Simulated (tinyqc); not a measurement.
Short-channel transistor, virtual-source model with series resistance: course of the iteration: current through the series resistance.

The current per gate width is the charge at the top of the source barrier (the virtual source) times its velocity times a saturation function; al and be are fitting constants of the model. Units: I in uA/um, Rs in ohm um, so I Rs = 1e-6 I Rs in volts; Q in uC/cm^2, so I = 1e-4 Q vx0 Fsat with vx0 in cm/s.

Intrinsic voltages Vg' = Vgs - I Rs, Vd' = Vds - 2 I Rs. n = n0 + nd Vd', VT = VT0 - dl Vd', Ff = 1/(1 + exp((Vg' - VT + al Vt/2)/(al Vt))), Q = Cinv n Vt ln(1 + exp((Vg' - VT + al Vt Ff)/(n Vt))), Vdsat = (vx0 L/mu)(1 - Ff) + Vt Ff, Fsat = u/(1 + u^be)^(1/be) with u = Vd'/Vdsat, and I(out) = Q vx0 Fsat per width. (Fsat takes the sign of u.) Newton step: I(new) = I + (I(out) - I)/(1 - s), s = dI(out)/dI by a central difference with +/- 0.001 uA/um.

Stop when I changes by less than 1e-7 uA/um, or after 80 iterations.

Values chosen for this exercise:
```
symbol,value,unit,meaning
T,300,K,temperature
Cinv,2.04,uF/cm^2,inversion capacitance
vx0,3.88e7,cm/s,velocity at the virtual source
mu,600,cm^2/(V s),apparent mobility
L,32,nm,channel length
VT0,0.416,V,threshold at zero drain voltage
dl,0.169,V/V,drain-induced barrier lowering
n0,1.54,,subthreshold factor
nd,0,1/V,growth of n with drain voltage
al,3.5,,threshold shift (in units of Vt) from weak to strong inversion
be,1.6,,sharpness of saturation
Rs,90,ohm um,series resistance of each contact
Vgs,0.65,V,gate voltage
Vds,0.9,V,drain voltage
```

Constants: q = 1.602176634e-19 C, kB = 1.380649e-23 J/K, Vt = kB T/q. Results are converted to the units shown.

I at the start = 0 uA/um

Course of the iteration:
```
iteration  I (uA/um)  |change| (uA/um)
1            1491.55              1490
2            1514.21              22.7
3            1514.22            0.0144
4            1514.22           5.87e-9
```

Did this iteration meet its convergence test, and what does its course show?

Yes. Converged in 4 iterations. At the end the number of correct digits about doubles with each step.

Numbers from tinyqc (`OMP_NUM_THREADS=1 python tinyqc.py 2380099 2380100 out.jsonl`; about 0.01 s on one thread of a shared Intel Xeon 2.30GHz).
